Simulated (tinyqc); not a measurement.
# Double-gate transistor, scale length and short-channel effects, step by step

Numbers from tinyqc (`OMP_NUM_THREADS=1 python tinyqc.py 2420117 2420118 out.jsonl`; about 0.01 s on one thread of a shared Intel Xeon 2.30GHz). Printed values are rounded.

A body of thickness ts between two insulators of thickness ti and two tied gates. Below threshold the potential that source and drain add obeys Laplace's equation and vanishes on the gate. Its lowest mode decays along the channel as exp(-k y); k is the smallest positive root of the matching condition at the interface, and the scale length is Lambda = pi/k.

Inputs (values chosen for the exercise); permittivities: semiconductor close to that of indium arsenide, insulator close to that of aluminium oxide:
- T = 300 K (temperature)
- eps_r = 15.3 (relative permittivity of the semiconductor)
- ei = 9.1 (relative permittivity of the insulator)
- ti = 1.8 nm (insulator thickness)
- ts = 5.3 nm (body thickness)
- L = 18 nm (channel length)
- Vbi = 0.97 V (potential of the source)
- sT = 0.47 V (potential of the barrier top at threshold)
- VTL = 0.49 V (long-channel threshold)
- m = 1 (long-channel body factor)
- Vds = 0.5 V (drain voltage)

Constants: q = 1.602176634e-19 C, kB = 1.380649e-23 J/K, Vt = kB T/q. Results are converted to the units shown.

## Scan of the matching condition

| point | k (1/nm) |
|---|---|
| 0 | 0.0475 |
| 1 | 0.095 |
| 2 | 0.1425 |
| 3 | 0.19 |
| 4 | 0.2375 |
| 5 | 0.285 |
| 6 | 0.3325 |
| 7 | 0.38 |

f(k) = ei cos(k ti) cos(k ts/2) - eps_r sin(k ti) sin(k ts/2).

| point | f(k) |
|---|---|
| 0 | 8.83100 |
| 1 | 8.03606 |
| 2 | 6.75092 |
| 3 | 5.03330 |
| 4 | 2.96042 |
| 5 | 0.62553 |
| 6 | -1.86626 |
| 7 | -4.40265 |

The first change of sign lies between k = 0.285 and 0.3325 1/nm.

## Iteration 1: decay constant by Newton steps

k at the start = 0.3325 1/nm

f(k) = ei cos(k ti) cos(k ts/2) - eps_r sin(k ti) sin(k ts/2); f' by a central difference with +/- 1e-5 1/nm; k(new) = k - f/f'.

f = -1.86626
f' = -53.3297 nm
k after iteration 1 = 0.297505 1/nm

## Iteration 2: decay constant by Newton steps

As before.

f = -0.0197582
f' = -51.9844 nm
k after iteration 2 = 0.297125 1/nm

## Course of the iteration: decay constant by Newton steps

Stop when k changes by less than 1e-10 1/nm, or after 30 iterations.

Course of the iteration:

| iteration | k (1/nm) | \|change\| (1/nm) |
|---|---|---|
| 1 | 0.297505 | 0.0350 |
| 2 | 0.297125 | 3.80e-4 |
| 3 | 0.297125 | 7.92e-8 |
| 4 | 0.297125 | < 1e-14 |

Converged in 4 iterations. The change falls from 0.035 in the first iteration to below the tolerance in the last.

## Scale length against simple estimates

k = 0.297125 1/nm

Lambda = pi/k and l = 1/k. A parabolic potential across the structure gives l(parabolic) = sqrt((eps_r/(2 ei)) ts ti (1 + ei ts/(4 eps_r ti))).

Lambda = 10.5733 nm
l = 3.36559 nm
l(parabolic) = 3.39575 nm

The parabolic estimate is 0.90 % above l.

## Threshold shift, barrier position and swing

Along the channel psi(y) = s + a exp(y/l) + b exp(-y/l) with psi(0) = Vbi, psi(L) = Vbi + Vds and l = 1/k = Lambda/pi; with A = Vbi - s, B = A + Vds, x = exp(-L/l): a = (B - A x) x/(1 - x^2), b = (A - B x)/(1 - x^2). The minimum is s + 2 sqrt(a b), at y = (l/2) ln(b/a). The long-channel potential follows the gate as s = sT + (Vg - VTL)/m, and the threshold VT is the gate voltage at which the minimum equals sT. Swing = m Vt ln 10/g at threshold, g = d(minimum)/ds = 1 - (b x + a)/((1 + x) sqrt(a b)).

s at threshold = 0.356657 V
a = 0.00528182 V
b = 0.608061 V
position of the minimum = 7.98655 nm
VT = 0.376657 V
swing = 69.5039 mV/decade

The threshold lies 113 mV below the long-channel value, and the barrier top sits at 0.44 L from the source.
